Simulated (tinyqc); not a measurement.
Thermal, flicker and telegraph noise of a field-effect transistor: one step, computed by the program tinyqc. Command: `OMP_NUM_THREADS=1 python tinyqc.py 3019607 3019608 out.jsonl noise walk`. One thread of a shared host (Intel(R) Xeon(R) Processor @ 2.30GHz), about 0.01 s of CPU time with the checks.

Strong inversion, threshold roll-off and channel-length modulation left out; noise sources are uncorrelated and are given as one-sided spectral densities.

Problem. Flicker noise. C_ox = 3.9 eps_0/t; V_c = 2 v_s L/mu; I = W C_ox v_s V_ov^2/(V_ov + V_c); g_m = W C_ox v_s V_ov (V_ov + 2 V_c)/(V_ov + V_c)^2; g_d0 = mu C_ox (W/L) V_ov. Tunnelling length lambda = hbar/(2 sqrt(2 m_ox phi)); flat-band noise S_Vfb = e^2 k_B T lambda N_t/(W L C_ox^2 f). Hooge: S_I = I^2 alpha_H/(f N), N = W L C_ox V_ov/e (the source-end density).

Inputs (values chosen for the exercise, modelled on a high-k silicon transistor):
```
quantity                        value         unit
width W                           4.4   micrometre
length L                           77           nm
electrical oxide thickness t      2.4           nm
mobility mu                       120   cm^2/(V s)
saturation velocity v_s          0.82     1e7 cm/s
overdrive V_ov                   0.53            V
oxide trap density N_t        3.6e+18  1/(eV cm^3)
oxide barrier phi                 1.8           eV
oxide mass m_ox                  0.41          m_0
Hooge parameter alpha_H         4e-05            -
frequency f                        80           Hz
temperature T                     200            K
```

Operating region: saturation. Flicker model: Hooge.

drain current I = 921.5574 microampere

Constants: eps_0 = 8.8541878128e-12 F/m; hbar = 1.054571817e-34 J s; m_0 = 9.1093837015e-31 kg; e = 1.602176634e-19 C; k_B = 8.617333262e-05 eV/K.

Give: tunnelling length lambda; S_Vfb; flicker S_I; flicker S_I/I^2.

Solution.

tunnelling length lambda = 1.1361 angstrom

S_Vfb = 3.2247e-11 V^2/Hz

flicker S_I = 2.6333e-17 A^2/Hz

flicker S_I/I^2 = 3.1007e-11 1/Hz
